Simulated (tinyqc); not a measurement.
# Worked calculation: delta-doped HEMT, charge control

Computed by the program tinyqc: `OMP_NUM_THREADS=1 python tinyqc.py 2180033 2180034 out.jsonl`, one thread of a shared Intel Xeon 2.30GHz, about 0.01 s for the whole run. Printed values are rounded.

A two-dimensional electron gas of density ns under a barrier. EF and the subbands are counted from the conduction-band edge of the channel at the interface. Two subbands of a triangular well with an infinite wall, parabolic band, no carriers in the barrier.

Parameters, values chosen for the exercise; material values close to those of AlGaAs on GaAs:
```
symbol   value   unit                                                  meaning
T          200      K                                              temperature
d           16     nm                   barrier thickness from gate to channel
ds         2.2     nm                       undoped spacer next to the channel
me       0.068     m0                             electron mass in the channel
ec        12.8                            relative permittivity of the channel
ebr       12.1                            relative permittivity of the barrier
phiB     0.981     eV                               barrier height of the gate
dEc      0.236     eV                                   conduction-band offset
ND      2.6e12  cm^-2  sheet density of the donor plane at ds from the channel
eta        0.5                  share of ns that counts in the confining field
Nb      1.7e11  cm^-2                           depletion charge of the buffer
Vg        0.42      V                                             gate voltage
```

Constants: q = 1.602176634e-19 C, kB = 1.380649e-23 J/K, hbar = 1.054571817e-34 J s, m0 = 9.1093837015e-31 kg, Vt = kB T/q, eps0 = 8.8541878128e-14 F/cm where lengths are in cm, hbar^2/(2 m0) = 0.0380998212 eV nm^2. Results are converted to the units shown.

## Barrier and off voltage

Fully depleted barrier with eb = ebr: Vp = q ND (d - ds)/(eps0 eb); donors per area ND; Voff = phiB - dEc - Vp.

Vp = 0.536573 V
donors per area = 2.6e12 cm^-2
eb = 12.1
Voff = 0.208427 V

## Starting value

ns = 5.3e11 cm^-2, about 0.6 of eps0 eb (Vg - Voff)/(q d).

ns at the start = 5.3e11 cm^-2

## Iteration 1: new ns

F = q (eta ns + Nb)/(eps0 ec) in eV/nm; E_k = a_k (C F^2/me)^(1/3), a_0 = 2.338107, a_1 = 4.087949, C = hbar^2/(2 m0); D = me m0 q/(pi hbar^2); ns = D Vt [ln(1 + exp((EF - E_0)/Vt)) + ln(1 + exp((EF - E_1)/Vt))], which gives EF = E_0 + Vt ln{2 s/[(1 + u) + sqrt((1 + u)^2 + 4 u s)]} with s = exp(ns/(D Vt)) - 1, u = exp((E_0 - E_1)/Vt). Newton: g = ns + Nb - eps0 eb (Vg - Voff - EF)/(q d), ns(new) = ns - g/(1 + (eps0 eb/(q d)) dEF/dns), the derivative by central differences over +/- 0.01 % of ns.

E_0 = 0.0646988 eV
E_1 = 0.113120 eV
EF = 0.0736493 eV
dEF/dns = 0.103290 eV per 1e12 cm^-2
ns after iteration 1 = 4.43685e11 cm^-2

## Iteration 2: new ns

As before.

E_0 = 0.0603455 eV
E_1 = 0.105508 eV
EF = 0.0644143 eV
dEF/dns = 0.111115 eV per 1e12 cm^-2
ns after iteration 2 = 4.44597e11 cm^-2

## Iteration 3: new ns

As before.

E_0 = 0.0603923 eV
E_1 = 0.105590 eV
EF = 0.0645156 eV
dEF/dns = 0.111018 eV per 1e12 cm^-2
ns after iteration 3 = 4.44597e11 cm^-2

## Course of the iteration

Stop when the step is below 1e-10 of the value, or after 30 iterations.

Course of the iteration:
```
iteration	ns before the step (cm^-2)	step (cm^-2)
1	5.3e11	-8.63e10
2	4.43685e11	9.12e8
3	4.44597e11	1.26e5
4	4.44597e11	< 1e-2
```

Converged in 4 iterations.

## Fermi level, second subband and capacitance

converged ns = 4.44597e11 cm^-2

F = q (eta ns + Nb)/(eps0 ec) in eV/nm; E_k = a_k (C F^2/me)^(1/3), a_0 = 2.338107, a_1 = 4.087949, C = hbar^2/(2 m0); D = me m0 q/(pi hbar^2); ns = D Vt [ln(1 + exp((EF - E_0)/Vt)) + ln(1 + exp((EF - E_1)/Vt))], which gives EF = E_0 + Vt ln{2 s/[(1 + u) + sqrt((1 + u)^2 + 4 u s)]} with s = exp(ns/(D Vt)) - 1, u = exp((E_0 - E_1)/Vt). Gate capacitance C = q dns/dVg = eps0 eb/(d + dd), dd = (eps0 eb/q) dEF/dns. dEF/dns by central differences over +/- 0.01 % of ns.

EF = 0.0645156 eV
share of the second subband = 9.71659 %
dd = 7.42361 nm
C = 0.457383 uF/cm^2

The rise of EF with ns acts as 7.42 nm of extra barrier, 46.4 % of d. EF is 0.27 of the band offset dEc.
